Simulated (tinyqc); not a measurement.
Comparisons within one model: carrier statistics of a doped semiconductor with parabolic bands. A value that a table varies takes the place of the one given here.

Eg(T) = Eg0 - al T^2/(T + be); m_de = Mv^(2/3) (ml mt^2)^(1/3); m_dh = (mhh^(3/2) + mlh^(3/2))^(2/3); Nc and Nv from N = 2 (m kB T/(4 pi c))^(3/2) with c = hbar^2/2m0, in 1/angstrom^3; times 1e24 for 1/cm^3.

Energies are counted from Ev, so Ec = Eg. n = Nc F_1/2((EF - Eg)/kT), p = Nv F_1/2(-EF/kT), ND+ = ND/(1 + 2 exp((EF - Eg + ED)/kT)), NA- = NA/(1 + 4 exp((EA - EF)/kT)); neutrality asks p + ND+ = n + NA-. F_j(eta) = (1/Gamma(j + 1)) integral_0^infinity x^j dx/(1 + exp(x - eta)), which tends to exp(eta) for eta << 0.

Constants: hbar^2/2m0 = 3.80998211 eV angstrom^2; kB = 8.617333262e-05 eV/K.

Parameters, chosen for this exercise (near those of GaAs; not measured data): Eg0 = 1.512 eV (gap at 0 K); al = 0.000536 eV/K (Varshni alpha); be = 209 K (Varshni beta); ml = 0.068 m0 (longitudinal electron mass); mt = 0.068 m0 (transverse electron mass); Mv = 1 (equivalent valleys); mhh = 0.48 m0 (heavy-hole mass); mlh = 0.0811 m0 (light-hole mass); ND = 3.8e+14 1/cm^3 (donors); NA = 4.6e+12 1/cm^3 (acceptors); ED = 0.00605 eV (donor level below Ec); EA = 0.0253 eV (acceptor level above Ev); T = 350 K.

## Temperature

Neutrality solved at each temperature; ni = sqrt(Nc Nv) exp(-Eg/2kT).

Carriers (1/cm^3):

| T (K) | EF (eV) | n | p | majority / \|ND - NA\| | ni | Eg (eV) |
|---|---|---|---|---|---|---|
| 30 | 1.4998 | 2.67e+14 | <1e-99 | 0.712 | <1e-99 | 1.5100 |
| 50 | 1.4875 | 3.43e+14 | <1e-99 | 0.914 | 1.55e-59 | 1.5068 |
| 77 | 1.4673 | 3.64e+14 | 1.07e-78 | 0.969 | 1.98e-32 | 1.5009 |
| 120 | 1.4295 | 3.71e+14 | 2.09e-42 | 0.988 | 2.78e-14 | 1.4885 |
| 200 | 1.3480 | 3.74e+14 | 5.22e-16 | 0.996 | 0.442 | 1.4596 |
| 300 | 1.2342 | 3.75e+14 | 0.0165 | 0.998 | 2.48e+06 | 1.4172 |
| 450 | 1.0492 | 3.75e+14 | 2.91e+07 | 0.999 | 1.04e+11 | 1.3473 |
| 600 | 0.8540 | 3.77e+14 | 1.69e+12 | 1.00 | 2.53e+13 | 1.2735 |
| 800 | 0.6967 | 1.96e+15 | 1.59e+15 | 5.23 | 1.76e+15 | 1.1720 |
| 1000 | 0.6643 | 2.47e+16 | 2.44e+16 | 65.9 | 2.46e+16 | 1.0687 |

Ionisation is incomplete: the majority density is below 90 % of the net doping at 30 K, down to a share of 0.71. It is within 10 % of the net doping at 50, 77, 120, 200, 300, 450 and 600 K. At 800 and 1000 K thermal pairs lift it more than 10 % above the net doping; ni has reached 2.46e+16 1/cm^3 at 1000 K against a net doping of 3.75e+14. EF goes from 1.500 eV to 0.664 eV, where midgap is 0.534 eV and the intrinsic level (Boltzmann) 0.664 eV.

## Doping level

Only donors are present (NA = 0); eta is the distance of EF beyond the conduction edge in units of kT.

Neutral state:

| ND (1/cm^3) | EF (eV) | majority (1/cm^3) | ionised share | eta |
|---|---|---|---|---|
| 1.0e+14 | 1.1342 | 1.00e+14 | 1.000 | -8.63 |
| 1.0e+15 | 1.2035 | 9.96e+14 | 0.996 | -6.33 |
| 1.0e+16 | 1.2720 | 9.60e+15 | 0.960 | -4.06 |
| 1.0e+17 | 1.3351 | 7.46e+16 | 0.746 | -1.97 |
| 1.0e+18 | 1.3866 | 3.47e+17 | 0.347 | -0.26 |
| 3.0e+18 | 1.4086 | 6.12e+17 | 0.204 | 0.47 |
| 1.0e+19 | 1.4325 | 1.04e+18 | 0.104 | 1.26 |
| 3.0e+19 | 1.4547 | 1.58e+18 | 0.053 | 2.00 |

The impurity level lies at 1.3885 eV. The ionised share falls from 1.000 to 0.053 as EF passes through it between 1e+18 and 3e+18 1/cm^3 (share 1/3 there); it is below one half from 1e+18 1/cm^3 on. Over the last two rows the doping grows threefold and the majority density by a factor 1.52. EF comes within 3 kT of the majority band edge from 1e+17 1/cm^3 on. Above roughly 2e+16 1/cm^3 (N^(1/3) a = 0.26, with the radius a = sqrt(c/(m E)) from the ionisation energy E and the mass (ml mt^2)^(1/3)) the levels merge with the band and real ionisation is complete; sharp levels then overstate freeze-out.

## What each input does

Neutrality solved anew for each case. Each row changes one parameter from the base and keeps the others.

Results:

| case | EF (eV) | n (1/cm^3) | p (1/cm^3) |
|---|---|---|---|
| base | 1.1741 | 3.75e+14 | 140 |
| T = 370 K | 1.1495 | 3.75e+14 | 2.69e+03 |
| ND = 7.6e+14 1/cm^3 | 1.1951 | 7.53e+14 | 69.6 |
| NA = 5.98e+12 1/cm^3 | 1.1739 | 3.73e+14 | 140 |
| Eg0 = 1.562 eV | 1.2241 | 3.75e+14 | 26.6 |
| mt = 0.0816 m0 | 1.1686 | 3.75e+14 | 168 |
| mhh = 0.576 m0 | 1.1741 | 3.75e+14 | 181 |
| ED = 0.0091 eV | 1.1740 | 3.75e+14 | 140 |

The largest shifts from the base row, up to three for each result and ties (the steps differ in size, so this ranks the rows, not the parameters). EF (eV): Eg0 +0.0500, T -0.0245, ND +0.0210; unchanged at the printed digits by mhh. n (1/cm^3): ND +3.78e+14, NA -1.38e+12; unchanged at the printed digits by T, Eg0, mt, mhh and ED. p (1/cm^3): T +2.55e+03, Eg0 -113, ND -70.2; unchanged at the printed digits by NA and ED.

Computed by tinyqc, a small Python program: `OMP_NUM_THREADS=1 python tinyqc.py 1680293 1680294 out.jsonl` (the numbers bound the seed that draws the inputs); one thread of a shared host (Intel(R) Xeon(R) Processor @ 2.30GHz), about 0.01 s for the whole set of steps.
